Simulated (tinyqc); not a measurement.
Changing the trap level E_t: carrier lifetime from Shockley-Read-Hall, radiative, Auger and surface recombination. Computed by tinyqc, a small Python program. Command: `OMP_NUM_THREADS=1 python tinyqc.py 3031056 3031057 out.jsonl lifetime sweep`. One thread of a shared host (Intel(R) Xeon(R) Processor @ 2.30GHz), about 0.02 s of CPU time with the checks.

Energies are counted from the top of the valence band. Boltzmann statistics, full ionisation, and equal excess densities of electrons and holes.

Inputs (values chosen for the exercise, for a model semiconductor):

| quantity | value | unit |
|---|---|---|
| gap E_g | 2.57 | eV |
| electron mass m_e | 0.256 | m_0 |
| valleys M_c | 1 | - |
| hole mass m_h | 0.683 | m_0 |
| temperature T | 350 | K |
| doping N | 4.8e+17 | cm^-3 |
| trap density N_t | 9.7e+11 | cm^-3 |
| electron cross-section sigma_n | 1.5e-14 | cm^2 |
| hole cross-section sigma_p | 9.6e-15 | cm^2 |
| radiative coefficient B | 6.7e-10 | cm^3/s |
| Auger coefficient C_n | 7.5e-32 | cm^6/s |
| Auger coefficient C_p | 7.3e-32 | cm^6/s |
| excess density dn | 4e+12 | cm^-3 |
| generation rate G | 1.2e+19 | cm^-3 s^-1 |
| diffusion coefficient D | 4.5 | cm^2/s |
| surface velocity S | 21 | cm/s |
| thickness W | 5.5 | micrometre |

Doping: n-type. Surface term: two equal surfaces.

Constants: m_0 = 9.1093837015e-31 kg; k_B = 1.380649e-23 J/K; h = 6.62607015e-34 J s; k_B = 8.617333262e-05 eV/K.

Method:
- N_c = 2 M_c (2 pi m_e k_B T/h^2)^(3/2) and N_v = 2 (2 pi m_h k_B T/h^2)^(3/2), masses in units of m_0.
- n_i = sqrt(N_c N_v) exp(-E_g/2 k_B T); majority density N/2 + sqrt(N^2/4 + n_i^2), minority density n_i^2 over it.
- v = sqrt(3 k_B T/m) with m_e or m_h; tau_n0 = 1/(sigma_n v_n N_t), tau_p0 = 1/(sigma_p v_p N_t); n1 = N_c exp(-(E_g - E_t)/k_B T), p1 = N_v exp(-E_t/k_B T).
- The slowest diffusion mode has x tan x = S W/(2 D) with 0 < x < pi/2 (bisection), and tau_s = W^2/(4 x^2 D). The common approximation is W/(2 S) + W^2/(pi^2 D).
- With n = n_0 + dn, p = p_0 + dn and U/dn = 1/tau: (n p - n_i^2)/dn = n_0 + p_0 + dn = s; 1/tau_SRH = s/[tau_p0 (n + n1) + tau_n0 (p + p1)]; 1/tau_rad = B s; 1/tau_Aug = (C_n n + C_p p) s; the rates add, with 1/tau_s.
- Radiative efficiency = tau_eff/tau_rad; effective diffusion length = sqrt(D tau_eff).
- dn solves dn/tau_eff(dn) = G (60 bisections in ln dn between 1e-2 and 1e22 cm^-3); the splitting of the quasi-Fermi levels is k_B T ln(n p/n_i^2).

One run for each value:

| trap level E_t (eV) | tau_SRH at dn (s) | effective lifetime at dn (s) | quasi-Fermi splitting under G (eV) |
|---|---|---|---|
| 0.154 | 7.656e-06 | 3.107e-09 | 1.903 |
| 0.405 | 7.035e-06 | 3.107e-09 | 1.903 |
| 0.657 | 7.035e-06 | 3.107e-09 | 1.903 |
| 0.908 | 7.035e-06 | 3.107e-09 | 1.903 |
| 1.160 | 7.035e-06 | 3.107e-09 | 1.903 |
| 1.410 | 7.035e-06 | 3.107e-09 | 1.903 |
| 1.660 | 7.035e-06 | 3.107e-09 | 1.903 |
| 1.910 | 7.035e-06 | 3.107e-09 | 1.903 |
| 2.160 | 7.035e-06 | 3.107e-09 | 1.903 |
| 2.420 | 7.451e-06 | 3.107e-09 | 1.903 |

What does the table show?

Over the rows, tau_SRH at dn (s) goes from 7.66e-6 through a minimum among these rows, 7.04e-6 at 0.908, to 7.45e-6; effective lifetime at dn (s) goes from 3.11e-9 through a minimum among these rows, 3.11e-9 at 0.657, to 3.11e-9; quasi-Fermi splitting under G (eV) goes from 1.90 through a minimum among these rows, 1.90 at 0.657, to 1.90.

Extremes, crossings and ranges named in words are read from the listed rows.
